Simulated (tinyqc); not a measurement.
# Resistance of a tapered via with liner, size effect and interface: several studies

A round via whose diameter grows from db at the bottom as D(z) = db + 2 z/tan(ang). The fill, of diameter D - 2 tl, starts above the bottom liner (thickness fb tl) and has rho = rho0 (1 + ks lam/(D - 2 tl)); the sidewall liner conducts in parallel with it. The bottom liner and the interface are crossed over the full area pi db^2/4. Spreading in the lines above and below is left out.

Values chosen for this exercise; fill metal close to cobalt:

| symbol | value | unit | meaning |
|---|---|---|---|
| db | 17 | nm | diameter at the bottom |
| hv | 30 | nm | height |
| ang | 89 | degrees | sidewall angle |
| rho0 | 6.23 | uohm cm | bulk resistivity of the fill |
| lam | 11.9 | nm | mean free path of the fill |
| ks | 1.2 |  | size-effect factor |
| tl | 1.4 | nm | liner on the sidewall |
| fb | 1 |  | liner at the bottom over that on the sidewall |
| rl | 370 | uohm cm | resistivity of the liner |
| ri | 1.5e-12 | ohm cm^2 | interface resistivity at the bottom |
| Sb | 1e15 | S/m^2 | ballistic conductance per area, about 3/(4 rho0 lam) |
| rho2 | 5.38 | uohm cm | bulk resistivity of the second fill (close to molybdenum) |
| lam2 | 11.1 | nm | its mean free path |
| tl2 | 0.4 | nm | its liner |

Each table varies one quantity; the others keep the values above.

## Via resistance against the diameter at the bottom

Slices between z0 = fb tl and hv, evaluated at their midpoints: conductance per length pi/4 [(D - 2 tl)^2/rho + (D^2 - (D - 2 tl)^2)/rl], slice resistance = slice height over that. 2000 slices. R_fill = sum of the slices; R_bottom = rl fb tl/(pi db^2/4); R_interface = ri/(pi db^2/4); ballistic (Sharvin) limit 1/(Sb pi (db - 2 tl)^2/4); ideal cylinder rho0 hv/(pi db^2/4).

Results:
columns A: db (nm); B: R_fill (ohm); C: R_bottom (ohm); D: R_interface (ohm); E: R (ohm); F: ballistic limit (ohm); G: R over ideal cylinder; H: largest part
```
A          B       C         D       E        F       G             H
6     682.74  183.21    5.3052  871.25   124.34  13.180          fill
8.3   197.89  95.738    2.7723  296.40   42.091  8.5807          fill
11    75.929  54.507    1.5784  132.01   18.936  6.7126          fill
16    24.146  25.763   0.74604  50.655   7.3074  5.4493  bottom liner
22    9.9450  13.627   0.39460  23.966   3.4539  4.8745  bottom liner
30    4.4407  7.3282   0.21221  11.981   1.7210  4.5313  bottom liner
42    1.9457  3.7389   0.10827  5.7928  0.82859  4.2941  bottom liner
80   0.44361  1.0305  0.029842  1.5040  0.21364  4.0449  bottom liner
```

Estimate the missing row, db = 58 nm.

Computed row:
columns A: db (nm); B: R_fill (ohm); C: R_bottom (ohm); D: R_interface (ohm); E: R (ohm); F: ballistic limit (ohm); G: R over ideal cylinder; H: largest part
```
A         B       C         D       E        F       G             H
58  0.91505  1.9606  0.056773  2.9324  0.41786  4.1453  bottom liner
```

With this row back in the table: R falls from 871 to 1.50 ohm. The fill is the largest part at db = 6, the bottom liner from 16 on. R goes as db^(-3.32) between the first two rows and db^(-2.08) between the last two; area alone gives -2.

## Via resistance against the height

Same model as above.

2000 slices.

The same in every row: R_bottom (ohm) = 22.82; R_interface (ohm) = 0.6609; ballistic limit (ohm) = 6.314.

Via resistance against the height:
```
hv (nm)  R_fill (ohm)  R (ohm)  R over ideal cylinder  largest part
10              6.462    29.94                  10.91  bottom liner
15              10.07    33.55                  8.149  bottom liner
21              14.26    37.74                  6.548  bottom liner
31              20.93    44.42                  5.220  bottom liner
45              29.67    53.15                  4.303          fill
65              41.05    64.54                  3.617          fill
94              55.61    79.09                  3.066          fill
140             74.91    98.39                  2.561          fill
```

R rises from 29.9 to 98.4 ohm. The bottom liner is the largest part at hv = 10, the fill from 45 on. The share of the two bottom terms goes from 78.4 to 23.9 %. For hv = 10, 15 the ballistic limit exceeds half of R_fill, so the diffusive model understates R.

## Two fill metals against the diameter

2000 slices. R_fill = sum of the slices; R_bottom = rl fb tl/(pi db^2/4); R_interface = ri/(pi db^2/4). The second fill has rho2, lam2 and tl2 in place of rho0, lam and tl.

Two fill metals against the diameter:
```
db (nm)  R, first fill (ohm)  R, second fill (ohm)  ratio second/first
6                     871.25                262.75             0.30158
8.5                   275.73                106.98             0.38801
12                    104.64                45.834             0.43800
17                    43.767                20.177             0.46100
24                    19.673                9.2195             0.46863
35                    8.5656                4.0183             0.46912
49                    4.1782                1.9511             0.46697
70                    1.9824               0.92004             0.46409
100                  0.95046               0.43857             0.46143
```

What does the table show?

The ratio goes from 0.302 to 0.461. The second fill gives the lower R in every row.

Program tinyqc, `OMP_NUM_THREADS=1 python tinyqc.py 2750092 2750093 out.jsonl`; Intel Xeon 2.30GHz, shared host, one thread, about 0.01 s.
